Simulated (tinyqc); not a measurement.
Band bending at a free surface with one surface level, surface photovoltage and Kelvin probe: two steps of the calculation.

n-type bulk, xi = Ec - EF = Vt ln(Nc/Nd), p0 = ni^2/Nd, ni = sqrt(Nc Nv) exp(-Eg/(2 Vt)), Eg in volts. b is the upward band bending, u = b/Vt. Space charge per area, in units of q: Qc = sign(b) sqrt((2 eps0 eps_r Vt/q) [(Nd + dn)(exp(-u) - 1) + Nd u + (p0 + dn)(exp(u) - 1)]), with dn the excess density under light (flat quasi-Fermi levels; 0 in the dark). The level holds -Ns f, f = 1/(1 + exp((xi + b - Es)/Vt)). Neutrality: Qc + Qf + (charge of the states) = 0.

Values chosen for this exercise; band and dielectric values close to those of gallium arsenide: temperature T = 300 K; band gap Eg = 1.4 eV; relative permittivity eps_r = 12.8; conduction-band density of states at T Nc = 4.31e17 cm^-3; valence-band density of states at T Nv = 8.97e18 cm^-3; electron affinity chi = 4.01 eV; donor density Nd = 4.3e16 cm^-3; fixed positive charge at the surface Qf = 1.2e11 cm^-2; density of an acceptor-like surface level Ns = 4.2e12 cm^-2; its depth below the conduction edge Es = 0.77 eV.

Constants: q = 1.602176634e-19 C, kB = 1.380649e-23 J/K, Vt = kB T/q, eps0 = 8.8541878128e-14 F/cm where lengths are in cm. Results are converted to the units shown.

Question 1. Bulk quantities. xi, ni, p0, the Debye length sqrt(eps0 eps_r Vt/(q Nd)) and the flat-band work function chi + xi.

Find: xi; ni; p0; Debye length; chi + xi.

Answer 1.

xi = 0.059586 eV
ni = 3.4210e6 cm^-3
p0 = 2.7217e-4 cm^-3
Debye length = 20.622 nm
chi + xi = 4.0696 eV

Question 2. Charges against band bending. Evaluate Qc, the surface charge Qf - Ns f and their sum in the dark; the root lies where the sum changes sign.

| point | b (V) |
|---|---|
| 0 | 0.225 |
| 1 | 0.374 |
| 2 | 0.524 |
| 3 | 0.674 |
| 4 | 0.823 |
| 5 | 0.973 |
| 6 | 1.123 |

Find: Qc; surface charge; sum.

Answer 2.

| point | Qc (cm^-2) | surface charge (cm^-2) | sum (cm^-2) |
|---|---|---|---|
| 0 | 3.4807e11 | -4.0800e12 | -3.7319e12 |
| 1 | 4.6021e11 | -4.0800e12 | -3.6198e12 |
| 2 | 5.5049e11 | -4.0769e12 | -3.5264e12 |
| 3 | 6.2793e11 | -3.2548e12 | -2.6269e12 |
| 4 | 6.9637e11 | 6.6748e10 | 7.6312e11 |
| 5 | 7.5907e11 | 1.1984e11 | 8.7891e11 |
| 6 | 8.1742e11 | 1.2000e11 | 9.3742e11 |

The sum rises steadily with b, so there is one root; bisection gives b = 0.74850 V.

Program tinyqc, `OMP_NUM_THREADS=1 python tinyqc.py 2430107 2430108 out.jsonl`; Intel Xeon 2.30GHz, shared host, one thread, about 0.01 s.
